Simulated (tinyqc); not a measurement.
# Worked calculation: random telegraph noise from one oxide trap in a small MOSFET

Numbers from tinyqc (`OMP_NUM_THREADS=1 python tinyqc.py 2710004 2710005 out.jsonl`; about 0.01 s on one thread of a shared Intel Xeon 2.30GHz). Printed values are rounded.

An acceptor-like trap exchanges electrons with the channel. Inversion charge Q = Cox u, u = n Vt W0(exp((Vg - VT)/(n Vt))), W0 the Lambert function, n = nf, Cox = eps0 eox/tox; linear regime Id = (W/L) mu Q Vd. Relative to threshold the surface potential rises by Vt ln(u/u0) and the oxide voltage by the rest of Vg - VT, with u0 = n Vt W0(1).

Inputs (values chosen for the exercise); values of the order met in silicon transistors:
- T = 350 K (temperature)
- eox = 22 (relative permittivity of the gate insulator (close to hafnium oxide))
- tox = 3.6 nm (insulator thickness)
- xt = 1.2 nm (depth of the trap from the channel interface)
- E0 = 0.15 eV (trap level above the channel Fermi level at threshold)
- s0 = 1e-15 cm^2 (capture prefactor)
- EB = 0.21 eV (capture barrier (lattice relaxation))
- lt = 0.15 nm (tunnelling decay length)
- vth = 2.3e7 cm/s (thermal velocity)
- zi = 1.8 nm (thickness of the inversion layer)
- VT = 0.4 V (threshold voltage)
- nf = 1.08 (body factor)
- W = 270 nm (gate width)
- L = 120 nm (gate length)
- mu = 100 cm^2/(V s) (mobility)
- asc = 0 V s (scattering coefficient of the charged trap)
- Vd = 0.05 V (drain voltage)
- Vg = 0.66 V (gate voltage)

Constants: q = 1.602176634e-19 C, kB = 1.380649e-23 J/K, Vt = kB T/q, eps0 = 8.8541878128e-14 F/cm where lengths are in cm. Results are converted to the units shown.

Range of the model: VT is taken as given; short-channel effects and the uneven flow of current among few electrons are left out.

## Trap level, time constants and occupancy

N = Cox u/q; dpsi = Vt ln(u/u0); E = E0 - dpsi - (xt/tox)(Vg - VT - dpsi); capture time tc = 1/[(N/zi) vth s0 exp(-xt/lt - EB/Vt)]; emission time te = tc exp(-E/Vt); occupancy te/(tc + te).

u = 0.200761 V
N = 6.78014e12 cm^-2
dpsi = 0.0719561 V
E = 0.0153626 eV
tc = 3.63521e-6 s
te = 2.18433e-6 s
occupancy = 0.375344

The trap lies 0.51 Vt above the Fermi level, so it is empty most of the time.

## Step height

A = W L; threshold step dV = q (1 - xt/tox)/(Cox A); gm/Id = 1/(u + n Vt); relative step dI/I = (gm/Id) dV + asc mu/A. Id as defined.

electrons in the channel N A = 2196.76
dV = 0.0609264 mV
gm/Id = 4.28569 1/V
number part of dI/I = 0.0261111 %
dI/I = 0.0261111 %
Id = 12.2208 uA
dI = 3.19100 nA

## Lorentzian spectrum

Spectrum S(f) = 4 dI^2/{(tc + te)[(1/tc + 1/te)^2 + (2 pi f)^2]}; corner fc = (1/tc + 1/te)/(2 pi); variance dI^2 tc te/(tc + te)^2. Give S at f = 0, at fc and at 10 fc.

fc = 1.16644e5 Hz
S(0) = 1.30300e-23 A^2/Hz
S(fc) = 6.51498e-24 A^2/Hz
S(10 fc) = 1.29009e-25 A^2/Hz
rms current = 1.54512 nA

The rms value is 0.484 of the step; it reaches its largest share, 1/2, when tc = te.
